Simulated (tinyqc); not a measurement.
Worked calculation: Lorentz oscillators and the Kramers-Kronig relations. Values are carried at full precision from step to step, so a last printed digit may differ when a step is redone from the rounded ones.

eps(E) = 1 + sum_j S_j/(E0_j^2 - E^2 - i G_j E).

Constants: hbar c = 1973.269805 eV angstrom; hbar^2/2m0 = 3.80998211 eV angstrom^2; e^2/(4 pi eps0) = 14.39964547 eV angstrom.

Parameters, chosen for this exercise:
- E0 = (9.96, 14.64) eV (resonances)
- G = (0.46, 3.67) eV (widths)
- S = (25.3, 79.6) eV^2 (strengths)
- E = 11.53 eV (photon energy)
- h = 0.5 eV (grid step)
- M = 36 (grid points E_j = j h)
- i = 7 (grid index at which eps1 is wanted)

## Dielectric function at one energy

Evaluate each oscillator and the sum.

terms: [-0.7318+0.1150i, 0.7699+0.4003i]

eps(E) = 1.0381+0.5153i
eps(0) = 1.6264

## Optical constants

n + i k = sqrt(eps1 + i eps2) with k >= 0; R = ((n - 1)^2 + k^2)/((n + 1)^2 + k^2) at normal incidence from vacuum; alpha = 2 E k/(hbar c), times 1e8 for 1/cm; loss function Im(-1/eps) = eps2/(eps1^2 + eps2^2).

Convert eps at the photon energy E into the optical constants.

n = 1.0481
k = 0.2458
R = 0.0147
alpha = 2.87e+05 1/cm
loss function = 0.3836
vacuum wavelength hc/E (hc = 1239.841984 eV nm) = 107.5 nm

The intensity falls to 1/e within 34.8 nm.

## Absorptive part on the grid

Tabulate eps2 at E_j = j h.

eps2(E_j), j = 1 .. M: [0.0038, 0.0076, 0.0116, 0.0158, 0.0202, 0.0250, 0.0303, 0.0363, 0.0430, 0.0509, 0.0603, 0.0717, 0.0862, 0.1052, 0.1321, 0.1739, 0.2507, 0.4400, 1.2813, 5.5418, 1.0895, 0.5664, 0.5139, 0.5777, 0.7109, 0.9077, 1.1547, 1.3916, 1.5007, 1.4046, 1.1678, 0.9091, 0.6929, 0.5300, 0.4113, 0.3249]

## eps1 at one grid point

Kramers-Kronig: eps1(E) = 1 + (2/pi) P integral_0^infinity E1 eps2(E1)/(E1^2 - E^2) dE1. Maclaurin rule on the grid E_j = j h, j = 1 .. M: eps1(E_i) = 1 + (4 h/pi) sum over j with j - i odd of E_j eps2(E_j)/(E_j^2 - E_i^2); nothing is added above E_M.

List the terms E_j eps2_j/(E_j^2 - E_i^2) for j - i odd, add them and form eps1.

terms in order of j (1/eV): [-0.0007, -0.0038, -0.0231, 0.0387, 0.0200, 0.0181, 0.0200, 0.0269, 0.0576, 0.6315, 0.0573, 0.0526, 0.0753, 0.1060, 0.0990, 0.0597, 0.0326, 0.0188]

sum = 1.286 1/eV
eps1(E_i) = 1.819

The oscillator formula gives 1.683 at E_i = 3.5 eV. The rule samples every 2h = 1 eV against a narrowest width of 0.46 eV and stops at 18 eV; coarse sampling and the missing tail make the difference.

## The f-sum on the grid

W(E_M) = (2/pi) h sum_j E_j eps2_j, with half weight on the last point; the full integral equals sum S_j = (hbar omega_p)^2, and the electron density follows from (hbar omega_p)^2 = 8 pi c (e^2/(4 pi eps0)) N with c = hbar^2/2m0.

W(E_M) = 86.36 eV^2
sum S = 104.90 eV^2
share reached on this grid (a step near the line widths can inflate it) = 0.823
hbar omega_p = 10.242 eV
N = 7.61e+22 1/cm^3

## Checks

- The value of eps1 at 11.538 eV from a fine, long grid (with the tail of eps2 ~ 1/E^3 added) against the oscillator formula: both 1.04.

(tinyqc, `OMP_NUM_THREADS=1 python tinyqc.py 1681585 1681586 out.jsonl`, Intel(R) Xeon(R) Processor @ 2.30GHz, 1 thread, shared host, about 0.2 s.)
